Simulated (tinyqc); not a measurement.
MOSFET in saturation, small-signal circuit and noise: one step of the calculation.

Bias by the inversion coefficient IC = I/Ispec (charge-based model with velocity saturation; weak inversion below 0.1, strong above 10). Common-source circuit: gm, gds, Cgs, Cgd and Cj at the inner nodes, Rg in series with the gate; quasi-static, no source or drain resistance, no gate-body capacitance, no substrate network, no induced gate noise, so fmax is an upper estimate.

Question. Current gain and unilateral power gain. |h21| = |Y21/Y11|; U = |Y21 - Y12|^2/(4 [Re Y11 Re Y22 - Re Y12 Re Y21]). Extrapolated at 20 dB a decade: f |h21| and f sqrt(U).

Inputs (values chosen for the exercise):
- f = 3 GHz (signal frequency)

Y with Rg (mS):

|  | 1 | 2 |
|---|---|---|
| 1 | 0.001581064+0.278750160i | -0.000416952-0.073510903i |
| 2 | 1.448987516-0.081731887i | 0.052302493+0.222707186i |

Give: |h21|; U; f |h21|; f sqrt(U).

Answer.

|h21| = 5.206
U = 764.7
f |h21| = 15.62 GHz
f sqrt(U) = 82.96 GHz

Program tinyqc, `OMP_NUM_THREADS=1 python tinyqc.py 2150067 2150068 out.jsonl`; Intel Xeon 2.30GHz, shared host, one thread, about 0.01 s.
